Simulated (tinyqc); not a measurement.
Worked calculation: coherent transport through a tight-binding region between two chains. Computed by tinyqc, a small Python program that keeps every step. Settings: temperature = 300, mu = -0.03. Command: `OMP_NUM_THREADS=1 python tinyqc.py 27328 27329 out.jsonl` (the two numbers bound the seeds that draw the settings). One thread of a shared host (Intel(R) Xeon(R) Processor @ 2.60GHz), about 0.09 s of CPU time with the checks.

## Transmission at E = -0.56 eV

H of the central region (eV):
$$\begin{pmatrix}
0.0000 & -1.8100 \\
-1.8100 & 0.0000
\end{pmatrix}$$

Leads: semi-infinite chains with site energy 0:
```
parameter                           value
lead hopping t (eV)              2.350000
coupling to the left lead (eV)   0.540000
coupling to the right lead (eV)  1.160000
left contact site                       1
right contact site                      2
```

E = -0.5600 eV

Surface Green function g = (E - i sqrt(4 t^2 - E^2)) / (2 t^2); self-energy tc^2 g on each contact site; G = (E - H - Sigma)^(-1); Gamma = -2 Im Sigma; T = Gamma_L Gamma_R |G_LR|^2; local density of states -Im G_ii / pi.

g = -0.0507-0.4225i 1/eV

G (1/eV):
$$\begin{pmatrix}
0.1356-0.2010i & 0.5796-0.0698i \\
0.5796-0.0698i & 0.1699-0.0605i
\end{pmatrix}$$

local density of states (1/eV): [0.0640, 0.0192]

transmission = 0.0955

## Transmission across the band

The same steps on a grid of energies.

T(E):
```
E (eV)            T
-4.465000  4.77e-04
-4.018500    0.0022
-3.572000    0.0065
-3.125500    0.0187
-2.679000    0.0625
-2.232500    0.2795
-1.786000    0.5030
-1.339500    0.2139
-0.893000    0.1208
-0.446500    0.0907
0.000000     0.0831
0.446500     0.0907
0.893000     0.1208
1.339500     0.2139
1.786000     0.5030
2.232500     0.2795
2.679000     0.0625
3.125500     0.0187
3.572000     0.0065
4.018500     0.0022
4.465000   4.77e-04
```

levels of the isolated region (eV): [-1.8100, 1.8100]

## Current

I = (2e/h) int T(E) [f(E - mu - V/2) - f(E - mu + V/2)] dE at 300 K with mu = -0.03 eV, the bias not changing H; 2e^2/h = 77.48092 microsiemens; the integral runs over the band on 4001 points.

Current:
```
V (volt)  I (microampere)
0.0100             0.0645
0.0500             0.3224
0.1000             0.6450
0.2000             1.2914
0.4000             2.5940
0.8000             5.2803
```
